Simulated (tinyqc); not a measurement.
Conduction-band offset of an n-N heterojunction from carrier-profile moments: one step of the calculation.

Layer 1 (x < 0) accumulates electrons and layer 2 (x > 0) is depleted. Boltzmann statistics. The bands bend down by V1 in layer 1 and up by V2 in layer 2, with V1 + V2 = VD = dE + Vt ln[(N2/Nc2)/(N1/Nc1)].

Task. Division of the diffusion potential. Sheet densities from the first integral: Q1 = sqrt((2 eps0 eps_r Vt N1/q)(exp(u1) - u1 - 1)) extra electrons, Q2 = sqrt((2 eps0 eps_r Vt N2/q)(exp(-u2) + u2 - 1)) missing ones, u = V/Vt; neutrality Q1 = Q2 + si. Q1 - Q2 rises steadily with V1, so V1 follows by bisection.

Parameters, values chosen for the exercise; values of the order of III-V alloys: temperature T = 200 K; relative permittivity of both layers eps_r = 12.8; density of states of the narrow-gap layer 1 Nc1 = 3.2e17 cm^-3; density of states of the wide-gap layer 2 Nc2 = 7.8e17 cm^-3; conduction-band offset dE = 0.18 eV; donor density in layer 1 N1 = 2.6e15 cm^-3; donor density in layer 2 N2 = 6.2e16 cm^-3; fixed charge at the interface si = 0 cm^-2.

Constants: q = 1.602176634e-19 C, kB = 1.380649e-23 J/K, Vt = kB T/q, eps0 = 8.8541878128e-14 F/cm where lengths are in cm. Results are converted to the units shown.

Wanted: VD; V1; V2; Q1; n at x = 0-; n at x = 0+.

Result.

VD = 0.2193 V
V1 = 0.08790 V
V2 = 0.1314 V
Q1 = 3.165e11 cm^-2
n at x = 0- = 4.266e17 cm^-3
n at x = 0+ = 3.028e13 cm^-3

n drops across the interface by 14100 = (Nc1/Nc2) exp(dE/Vt).

Range of the model: The accumulated density at the interface nears Nc1, where degeneracy and quantisation set in.

Computed by the program tinyqc: `OMP_NUM_THREADS=1 python tinyqc.py 2410055 2410056 out.jsonl`, one thread of a shared Intel Xeon 2.30GHz, about 0.08 s for the whole run.
